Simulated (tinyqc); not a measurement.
# AlGaN/GaN HEMT with access regions, lumped model, step by step

Numbers from tinyqc (`OMP_NUM_THREADS=1 python tinyqc.py 2570057 2570058 out.jsonl`; about 0.03 s on one thread of a shared Intel Xeon 2.30GHz). Printed values are rounded.

A polarisation-induced electron sheet under a Schottky gate, in series with two ungated access regions and contacts. Drift law v = mu E/(1 + mu E/vs) under the gate. Currents in mA/mm, resistances in ohm mm. No self-heating, no channel-length modulation; fits for polarisation, barrier and offset are chosen for the exercise.

Values chosen for this exercise; values close to those of AlGaN/GaN structures:
```
symbol  value        unit                                               meaning
x        0.32                                    aluminium share of the barrier
d          20          nm                                     barrier thickness
eps_r     9.4                      relative permittivity of barrier and channel
mu       1500  cm^2/(V s)                                      channel mobility
vs      1.3e7        cm/s                                   saturation velocity
Lg       0.15          um                                           gate length
Ls        1.5          um                                  source access length
Ld         16          um                                   drain access length
Rc       0.31      ohm mm                            resistance of each contact
ft          0              share of the drain-access electrons removed by traps
Vg        0.5           V                                          gate voltage
Ec        2.7       MV/cm                                        critical field
te       0.44          um          depth over which the depleted charge spreads
tf        300          nm                       insulator under the field plate
ei        3.9                           relative permittivity of that insulator
```

Constants: q = 1.602176634e-19 C, eps0 = 8.8541878128e-14 F/cm where lengths are in cm. Results are converted to the units shown.

## Polarisation charge, threshold and sheet resistance

sigma = (5e13 x + 1.6e13 x^2) cm^-2, phiB = 0.84 + 1.3 x, dEc = 0.7 (1.71 x + x^2) in volts, Cb = eps0 eps_r/d, VT = phiB - dEc - q sigma/Cb, access density n0 = -Cb VT/q. Rsh = 1/(q mu n0); largest access current q n0 vs.

sigma = 1.763840e13 cm^-2
Cb = 0.4161468 uF/cm^2
VT = -5.989552 V
n0 = 1.555717e13 cm^-2
Rsh = 267.4655 ohm
q n0 vs = 3240.293 mA/mm

## On-resistance and breakdown

sigma = (5e13 x + 1.6e13 x^2) cm^-2, phiB = 0.84 + 1.3 x, dEc = 0.7 (1.71 x + x^2) in volts, Cb = eps0 eps_r/d, VT = phiB - dEc - q sigma/Cb, access density n0 = -Cb VT/q. Ron = 2 Rc + Ls/(q mu n0) + Ld/(q mu (1 - ft) n0) + Lg/(mu Cb (Vg - VT)). Off state: a depleted stretch that holds the voltage V has the peak field sqrt(k V), k = 2 q n0/(eps0 eps_r te), so one edge holds V1 = Ec^2/k. The sheet under the plate pinches off at Vf = q n0 (1/Cb + tf/(eps0 ei)); beyond it the gate edge is screened. BV = V1 if Vf >= V1, else Vf + V1, and at most Ec Ld. Specific resistance Ron (Ls + Lg + Ld); figure of merit BV^2 over it.

Ron = 5.337675 ohm mm
Vf = 222.5349 V
V1 = 53.55325 V
BV = 53.55325 V
specific resistance = 0.9420997 mohm cm^2
figure of merit = 3.044212 MW/cm^2

The plate pinches off too late to screen the gate edge, so it adds nothing.
